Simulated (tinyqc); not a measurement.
## Line constants from open and short measurements

Problem. A uniform line of length len, under a quarter wavelength, has Z_open = Zc coth(gamma len) and Z_short = Zc tanh(gamma len); gamma Zc = r + i w l and gamma/Zc = g + i w c, w = 2 pi f. Find r, l and c.

Parameters, values chosen for the exercise:
```
symbol,value,unit,meaning
len,2.7,mm,length
f,1,GHz,frequency
```

Zin with the far end open = 10.68741-668.36696i ohm
Zin with the far end shorted = 32.267902+7.900061i ohm

Answer. The product of the two impedances is Zc^2 and their ratio tanh^2(gamma len); the principal branch holds below a quarter wavelength.

r = 11.86 ohm/mm
l = 0.4941 nH/mm
c = 87.83 pF/m

Program tinyqc, `OMP_NUM_THREADS=1 python tinyqc.py 2810121 2810122 out.jsonl`; Intel Xeon 2.30GHz, shared host, one thread, about 0.01 s.
